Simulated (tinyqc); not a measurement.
Rate against temperature: collinear exchange A + BC -> AB + C on a London-Eyring-Polanyi-Sato surface: saddle, string of images and rate. Computed by tinyqc, a small Python program. Command: `OMP_NUM_THREADS=1 python tinyqc.py 3110116 3110117 out.jsonl leps walk`. One thread of a shared host (Intel(R) Xeon(R) Processor @ 2.30GHz), about 0.06 s of CPU time with the checks.

x = r(AB), y = r(BC), r(AC) = x + y. V is counted from separated atoms, the barrier from A + BC, that is V + D(BC).

Inputs (values chosen for the exercise, for a model exchange):
```
quantity            value           unit
D(AB)                4.11             eV
r0(AB)               1.27       angstrom
beta(AB)             1.68     1/angstrom
D(BC)                 3.7             eV
r0(BC)              0.945       angstrom
beta(BC)             1.88     1/angstrom
D(AC)                3.19             eV
r0(AC)              0.977       angstrom
beta(AC)             1.63     1/angstrom
Sato parameter S    0.059              -
mass of A              35              u
mass of B              19              u
mass of C              35              u
temperature T         900              K
step of the string   0.01  angstrom^2/eV
```

Constants: nu for 1 eV/(angstrom^2 u) = 15.6333042 THz; h x 1 THz = 4.135667696 meV; k_B = 1.380649e-23 J/K; u = 1.6605390666e-27 kg; k_B = 8.617333262e-05 eV/K.

Method:
- For each pair, with u = exp(-beta (r - r0)): Q = D [(3 + S) u^2 - (2 + 6 S) u]/(4 (1 + S)), J = D [(1 + 3 S) u^2 - (6 + 2 S) u]/(4 (1 + S)); V = Q1 + Q2 + Q3 - sqrt(((J1 - J2)^2 + (J2 - J3)^2 + (J3 - J1)^2)/2).
- String of 9 images between the fixed ends (r0(AB) + 2, r0(BC)) and (r0(AB), r0(BC) + 2), started on the two straight legs through (r0(AB) + 0.3, r0(BC) + 0.3): each iteration moves the inner images by -step x gradient (central differences) and spaces them evenly again along the broken line (coordinates are kept between 0.2 and 8 angstrom); stop when no coordinate changes by more than 1e-5 angstrom, at most 400 iterations.
- From the highest inner image, z -> z - H^-1 g with gradient g and Hessian H by central differences, steps capped at 0.15 angstrom, 12 steps.
- Wilson matrix G = [[1/m_A + 1/m_B, -1/m_B], [-1/m_B, 1/m_B + 1/m_C]]; eigenvalues lambda of G H give nu = 15.6333042 THz x sqrt(|lambda|), the negative one being imaginary. Reactant: nu_BC from k = 2 D beta^2 and 1/m_B + 1/m_C. Skew angle: cos = sqrt(m_A m_C/((m_A + m_B)(m_B + m_C))).
- One-dimensional rate constant without tunnelling, k = sqrt(k_B T/(2 pi mu)) [sinh(h nu_BC/(2 k_B T))/sinh(h nu_s/(2 k_B T))] exp(-barrier/(k_B T)) with mu = m_A (m_B + m_C)/(m_A + m_B + m_C); Wigner factor 1 + (h nu_i/(k_B T))^2/24; adiabatic barrier = barrier + h (nu_s - nu_BC)/2.

nu_BC = 22.7830 THz

real frequency at the saddle = 12.1851 THz

barrier = 0.260333 eV

imaginary frequency = 6.76007 THz

adiabatic barrier = 0.238418 eV

Rates; the last column is k_B T^2 d ln k/dT:
```
T (K)    k (cm/s)  Wigner factor  activation energy (eV)
300    1.5339e+00         1.0487                 0.25718
400    1.9042e+01         1.0274                 0.26431
550    1.5951e+02         1.0145                 0.27374
750    7.6578e+02         1.0078                 0.28483
1000   2.3567e+03         1.0044                 0.29744
1400   6.4985e+03         1.0022                 0.31633
2000   1.4704e+04         1.0011                 0.34346
```

What follows from these numbers?

The activation energy goes from 0.257 eV at 300 K, near the adiabatic barrier plus k_B T/2 (0.251), to 0.343 eV at 2000 K; the classical limit is the barrier plus k_B T/2 (0.347).

Extremes, crossings and ranges named in words are read from the listed rows.
